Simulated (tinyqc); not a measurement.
A discretised effective-mass wire between two leads, recursive Green functions: two steps of the calculation.

Finite differences on a grid of step a give a chain with hopping -t, t = C/(m a^2), C = hbar^2/(2 m0), and site energies 2 t + U_i for the N = 7 sites of the device; the semi-infinite leads have site energy 2 t. Each slice is one site, and V = -t couples neighbouring slices.

Values chosen for this exercise:

| symbol | value | unit | meaning |
|---|---|---|---|
| m | 0.05 | m0 | effective mass |
| a | 1.4 | nm | grid step |
| U | [0.27, 0.27, 0, 0, 0, 0.27, 0.27] | eV | potential on the sites 1 to N |
| E | 0.228 | eV | energy above the band bottom of the leads |

Constants: q = 1.602176634e-19 C, hbar = 1.054571817e-34 J s, m0 = 9.1093837015e-31 kg, hbar^2/(2 m0) = 0.0380998212 eV nm^2. Results are converted to the units shown.

Problem 1. Forward pass. Forward pass: g_1 = (E - H_1 - Sigma)^(-1), g_i = (E - H_i - V g_(i-1) V^dagger)^(-1), with Sigma also subtracted on the last slice; G_(i,1) = g_i V G_(i-1,1), starting from g_1. H_i is the block of slice i, its site energy.

Sigma = -0.27477368-0.27503527i eV

Find: g_i; G_(i,1) of the forward pass.

Solution 1.

```
site	g_i (1/eV)	G_(i,1) of the forward pass (1/eV)
1	-1.4628-0.7385i	-1.4628-0.7385i
2	-1.6148-0.3012i	-0.8318-0.6349i
3	-3.2024-0.4772i	-0.9179-0.9448i
4	-6.9000-7.5965i	0.3281-5.2452i
5	0.3159-0.7352i	1.4589+0.7380i
6	-1.1344-0.1453i	0.6017+0.4079i
7	-1.6404-1.3051i	0.1768+0.5654i
```

Problem 2. States fed from the left, and the bond current. The full first column follows backwards from c_N = G_(N,1): c_i = G_(i,1)(forward) + g_i V^dagger c_(i+1). The density of states fed by the left lead is Gamma |c_i|^2/(2 pi), and the current on bond i is 2 t Gamma Im(c_(i+1) conj(c_i)) in units of T(E).

```
site	g_i (1/eV)	G_(i,1) of the forward pass (1/eV)
1	-1.4627830-0.7385028i	-1.4627830-0.7385028i
2	-1.6147939-0.3011837i	-0.8318466-0.6349048i
3	-3.2024276-0.4772243i	-0.9178700-0.9448033i
4	-6.8999914-7.5965076i	0.3280902-5.2452339i
5	0.3159070-0.7352081i	1.4589480+0.7379782i
6	-1.1343877-0.1453445i	0.6017251+0.4079027i
7	-1.6404020-1.3050713i	0.1767866+0.5654396i
```

Gamma = 0.55007054 eV

Wanted: c_i; density fed from the left; bond current.

Solution 2.

```
site	c_i (1/eV)	density fed from the left (1/eV)
1	-1.6404-1.3051i	0.38469
2	-0.6497-0.6683i	0.07605
3	0.2708-0.1036i	0.00736
4	1.0325+0.5218i	0.11716
5	1.1887+0.8412i	0.18564
6	0.6477+0.6673i	0.07571
7	0.1768+0.5654i	0.03073
```

bond current, bond 1 to 6: 0.10620  0.10620  0.10620  0.10620  0.10620  0.10620

The bond current is the same on every bond and equals T(E): the current is conserved.

tinyqc, about 0.03 s, one thread, Intel Xeon 2.30GHz (shared host): `OMP_NUM_THREADS=1 python tinyqc.py 2660114 2660115 out.jsonl`
